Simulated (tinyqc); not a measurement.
# Formation energy of a charged point defect from supercell energies, step by step

A worked calculation. Computed by tinyqc, a small Python program that keeps every step. Command: `OMP_NUM_THREADS=1 python tinyqc.py 3012249 3012250 out.jsonl formation walk`. One thread of a shared host (Intel(R) Xeon(R) Processor @ 2.30GHz), about 0.01 s of CPU time with the checks. Intermediate numbers are printed to about 6 digits and carried at full precision; extremes and crossings named in words are read from the listed rows.

The host is a compound AB. Making the defect adds n_A = 0, n_B = -1, n_X = 1 atoms to the cell. All total energies are inputs. E_F is counted from the valence-band maximum (VBM); x = 0 is A-rich and x = 1 B-rich growth.

Inputs (values chosen for the exercise, for a model compound AB): gap E_g = 6.13 eV; E_VBM of the host cell = 6.23 eV; potential alignment dV = -0.01 eV; dielectric constant eps = 6.89; cell length L = 15 angstrom; mu_B of the pure element = -6.107 eV; formation enthalpy dH of AB = -3.49 eV; growth condition x = 0.11; Fermi level E_F = 3.58 eV; temperature T = 1400 K; site density N_s = 2.2e+22 cm^-3; mu_X of the pure element = -3.58 eV; formation enthalpy of AX = -1.7 eV.

Defect: impurity X on a B site. Supercell lattice: bcc.

charge states q: [3, 2, 1, 0]

E(defect, q) - E(host), in the order of q (eV): [-19.745, -10.943, -3.503, 6.718]

Constants: e^2/(4 pi eps_0) = 14.39964548 eV angstrom; k_B = 8.617333262e-05 eV/K.

## Chemical potentials

dmu_A = x dH and dmu_B = (1 - x) dH, so that dmu_A + dmu_B = dH; mu = mu(element) + dmu. The impurity is held at its solubility limit: dmu_X = min(0, dH(AX) - dmu_A). The reservoir term is sum n_i mu_i.

dmu_A = -0.3839 eV

dmu_B = -3.1061 eV

dmu_X = -1.3161 eV

sum n_i mu_i = 4.317 eV

The competing phase caps mu_X.

## Image-charge corrections

Image-charge correction of a point charge in a neutralising background: E_corr = q^2 alpha e^2/(4 pi eps_0) / (2 eps L), alpha = 2.888462 for a bcc array with L the cube root of the volume.

E_corr (eV): (q=+3) 1.81101, (q=+2) 0.80489, (q=+1) 0.20122, (q=0) 0.00000

Caution: the largest image-charge correction in these energies, q^2 alpha e^2/(8 pi eps_0 eps L) with alpha = 2.888462, exceeds a quarter of the gap; the point-charge term alone is then a rough estimate, usually too large for a charge that is spread out.

## Formation energies at E_F = 0

E_f(q, E_F) = [E(defect, q) - E(host)] - sum n_i mu_i + q (E_VBM + dV + E_F) + E_corr(q).

E_f(q, 0) (eV): (q=+3) -3.59099, (q=+2) -2.01511, (q=+1) -1.39878, (q=0) 2.40100

Caution: E_f at E_F = 0 is negative for at least one charge state, so in equilibrium E_F cannot reach the valence-band maximum.

## Transition levels and the lower envelope

eps(q/q') = [E_f(q', 0) - E_f(q, 0)]/(q - q'). U of state q is eps(q/q-1) - eps(q+1/q). The stable state at each E_F is the lowest line E_f(q, 0) + q E_F.

One-electron levels above the VBM (eV):
```
level     energy  U of the state between this level and the next
(+3/+2)  1.57588                                        -0.95955
(+2/+1)  0.61633                                         3.18345
(+1/0)   3.79978                                               -
```

Stable states:
```
q   from E_F (eV)  to E_F (eV)
+3        0.00000      1.09611
+1        1.09611      3.79978
0         3.79978      6.13000
```

Stable in the gap, from the VBM up: +3, +1, 0. State +2 is never the lowest: its U is negative, so two such centres gain by exchanging an electron.

## The first and the last level

eps(q/q-1) = E_f(q - 1, 0) - E_f(q, 0).

level (+3/+2) = 1.57588 eV

level (+1/0) = 3.79978 eV

Caution: the one-electron levels are out of order (negative U): at least one middle charge state is skipped, and the transition past it moves two or more electrons at once.

## Concentrations at the given E_F and T

E_f(q, E_F) = E_f(q, 0) + q E_F. c_q = N_s exp(-E_f(q, E_F)/k_B T), with all degeneracy factors one and no vibrational entropy.

Charge states:
```
q   E_f (eV)  c_q (cm^-3)        share
+3   7.14901  4.04692e-04  1.12628e-18
+2   5.14489  6.63169e+03  1.84564e-11
+1   2.18122  3.09289e+14  8.60772e-01
0    2.40100  5.00268e+13  1.39228e-01
```

lowest formation energy = 2.18122 eV

total concentration = 3.59316e+14 cm^-3

mean charge = 0.860772 e

State +1 holds 86.1 % of the defects.

## Fermi level and growth conditions

Each entry is the lowest E_f over q.

Lowest formation energy (eV):
```
E_F (eV)  stable q  A-rich, x = 0   x = 0.5  B-rich, x = 1
0.000           +3       -3.59099  -3.54599       -1.80099
0.766           +3       -1.29299  -1.24799        0.49701
1.532           +1        0.13322   0.17822        1.92322
2.299           +1        0.90022   0.94522        2.69022
3.065           +1        1.66622   1.71122        3.45622
3.831            0        2.40100   2.44600        4.19100
4.598            0        2.40100   2.44600        4.19100
5.364            0        2.40100   2.44600        4.19100
6.130            0        2.40100   2.44600        4.19100
```

Going from A-rich to B-rich growth shifts every line by +1.790 eV and moves no transition level. The slope of the envelope is the stable charge, so E_f is highest in the rows from E_F = 3.83 to 6.13 eV, where the neutral state is stable: the defect forms most easily in p-type material. Under A-rich growth E_f turns negative for part of the gap, so in equilibrium E_F cannot enter that part. Under B-rich growth E_f turns negative for part of the gap, so in equilibrium E_F cannot enter that part.

## What the corrections do to the levels

Levels eps(q/q-1) with the terms q dV and E_corr left out or kept.

Levels above the VBM (eV):
```
level      raw  with alignment  with image charge  with both
(+3/+2)  2.572           2.582            1.56588    1.57588
(+2/+1)  1.210           1.220            0.60633    0.61633
(+1/0)   3.991           4.001            3.78978    3.79978
```

Alignment moves every level by -dV = +0.010 eV. The image term moves eps(q/q-1) by (1 - 2q) E_corr(1): (+3/+2) by -1.006, (+2/+1) by -0.604, (+1/0) by -0.201 eV, donor levels down and acceptor levels up. It adds 2 E_corr(1) = 0.402 eV to every U.

Checks made by the program: envelope against a direct minimum on a grid (relative difference below 1e-10).
